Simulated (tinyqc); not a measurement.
## Trap density from swing and capacitance

Question. In an MOS structure at one bias the subthreshold swing is S = Vt ln 10 (1 + (Cd + q Dit)/Cox) and 1/C_HF = 1/Cox + 1/Cd, Cox = 3.9 eps0/EOT. Find Cd and Dit.

Values chosen for this exercise: temperature T = 300 K; equivalent oxide thickness EOT = 19 nm.

Constants: q = 1.602176634e-19 C, kB = 1.380649e-23 J/K, Vt = kB T/q, eps0 = 8.8541878128e-14 F/cm where lengths are in cm. Results are converted to the units shown.

S = 212.69797 mV/decade
C_HF = 122.42813 nF/cm^2

Answer. C_HF gives Cd, and the swing gives Cd + q Dit.

Cd = 375 nF/cm^2
Dit = 5.78e11 cm^-2 eV^-1

tinyqc, about 0.01 s, one thread, Intel Xeon 2.30GHz (shared host): `OMP_NUM_THREADS=1 python tinyqc.py 2030065 2030066 out.jsonl`
